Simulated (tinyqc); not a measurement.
Floating body of a partially depleted SOI transistor: body voltage and kink: one step of the calculation.

Source at 0 V. Channel current Ic = 2 nf K Vt^2 [F(0) - F(Vd)](1 + la Vd), F(V) = ln^2(1 + exp((Vg - VT - nf V)/(2 nf Vt))), VT = VT0 - gb Vb. Saturation voltage Vs = 2 Vt sqrt(F(0)) + 3 Vt, excess Ve = (Vd - Vs + sqrt((Vd - Vs)^2 + 0.0004 V^2))/2, multiplication M1 = Ai Ve exp(-Bl/Ve). Each junction passes D(v) = J1 (exp(v/Vt) - 1) + J2 (exp(v/(2 Vt)) - 1). Bipolar current Ib = bb J1 (exp(Vb/Vt) - 1). The body settles where M1 (Ic + Ib) = D(Vb) + D(Vb - Vd) + Vb/Rb; drain current Id = (1 + M1)(Ic + Ib) - D(Vb - Vd).

Problem. New Vb. Current into the body I_in = M1 (Ic + Ib) - D(Vb - Vd), current out I_out = D(Vb) + Vb/Rb; f = ln(I_in/I_out), s = df/dVb by central differences over 1e-5 V, Vb(new) = Vb - f/s.

Parameters, values chosen for the exercise; values of the order met in partially depleted silicon-on-insulator transistors:
- T = 330 K (temperature)
- VT0 = 0.45 V (threshold at zero body voltage)
- gb = 0.32 (fall of the threshold per volt of body voltage)
- nf = 1.29 (slope factor)
- K = 240 uA/(V^2 um) (gain factor per width)
- la = 0.03 1/V (channel-length modulation factor)
- Ai = 3.51 1/V (impact-ionisation prefactor)
- Bl = 6.1 V (impact-ionisation voltage)
- J1 = 7.5e-11 uA/um (diffusion saturation current of each junction)
- J2 = 8.2e-8 uA/um (recombination saturation current of each junction)
- bb = 3 (gain of the lateral bipolar transistor on the diffusion current)
- Rb = 1e9 kohm um (resistance of a weak body tie to the source (1e9 stands for no tie, and the term is then dropped))
- Vg = 0.5 V (gate voltage)
- Vd = 2.3 V (drain voltage)

Constants: q = 1.602176634e-19 C, kB = 1.380649e-23 J/K, Vt = kB T/q. Results are converted to the units shown.

Vb after iteration 1 = 0.73747199 V

Wanted: Ic; Ve; M1; I_in; I_out; f; s; Vb after iteration 2.

Solution.

Ic = 8.2174 uA/um
Ve = 1.9919 V
M1 = 0.32703
I_in = 16.161 uA/um
I_out = 13.768 uA/um
f = 0.16022
s = -5.9357 1/V
Vb after iteration 2 = 0.76447 V

Range of the model: The multiplication law is an empirical form chosen for the exercise; self-heating and capacitive coupling to the body are left out, and the linear laws are rough once Vb passes about 0.7 V or M1 about 0.1.

Computed by the program tinyqc: `OMP_NUM_THREADS=1 python tinyqc.py 2182051 2182052 out.jsonl`, one thread of a shared Intel Xeon 2.30GHz, about 0.2 s for the whole run.
